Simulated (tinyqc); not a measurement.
What each parameter does: hole subbands of a hard-walled well, four-band Luttinger model.

Hole energies are counted downwards from the unstrained band edge, c = hbar^2/2m0. After the usual block transformation one block is H = [[P + Q - Zs, R - i S], [R + i S, P - Q + Zs]] in (heavy, light), with P +/- Q = c [(g1 +/- g2) k^2 + (g1 -/+ 2 g2) kz^2], R = sqrt(3) c gR k^2, S = 2 sqrt(3) c g3 k kz, kz = -i d/dz; axial approximation gR = (g2 + g3)/2. Zs = b (e_par - e_perp) is the shear part of the strain (the hydrostatic part shifts all levels alike and is left out). Basis sqrt(2/L) sin(n pi z/L), n = 1 to N, for each component: kz^2 gives (n pi/L)^2 and the heavy-light block is R delta_nm - 2 sqrt(3) c g3 k D_nm with D_nm = 4 n m/(L (n^2 - m^2)) for n + m odd, 0 otherwise. The other block has the same levels. The split-off band is left out.

Constants: hbar^2/2m0 = 3.80998211 eV angstrom^2.

Inputs chosen for the exercise (near those of GaSb; shifted at random, so the results belong to these values and not to a real crystal):
- g1 = 13.32 (Luttinger gamma1)
- g2 = 4.71 (gamma2)
- g3 = 6.03 (gamma3)
- L = 160 angstrom (well width along [001])
- Zs = 0 eV (shear strain energy)
- k = 0.0311 1/angstrom (wave vector in the plane)

N = 20; the three lowest hole energies at the given k and the heavy weight of the lowest. Each row changes one parameter from the base and keeps the others.

Results:

| case | E1 (meV) | E2 (meV) | E3 (meV) | heavy weight |
|---|---|---|---|---|
| base | 14.11 | 28.64 | 56.75 | 0.466 |
| g1 = 14.39 | 20.96 | 40.22 | 73.98 | 0.455 |
| g2 = 4.24 | 15.96 | 31.52 | 63.51 | 0.462 |
| g3 = 5.55 | 18.29 | 35.58 | 63.94 | 0.457 |
| L = 150 angstrom | 15.34 | 32.29 | 63.82 | 0.479 |
| Zs = 0.01 eV | 13.84 | 24.54 | 50.59 | 0.560 |
| k = 0.0218 1/angstrom | 12.33 | 25.82 | 51.05 | 0.547 |

The largest shifts from the base row, up to three for each result and ties (the steps differ in size, so this ranks the rows, not the parameters). E1 (meV): g1 +6.86, g3 +4.18, g2 +1.85. E2 (meV): g1 +11.58, g3 +6.94, Zs -4.10. E3 (meV): g1 +17.23, g3 +7.19, L +7.07. heavy weight: Zs +0.094, k +0.081, L +0.013.

Computed by tinyqc, a small Python program: `OMP_NUM_THREADS=1 python tinyqc.py 1280170 1280171 out.jsonl` (the numbers bound the seed that draws the inputs); one thread of a shared host (Intel(R) Xeon(R) Processor @ 2.30GHz), about 0.1 s for the whole set of steps.
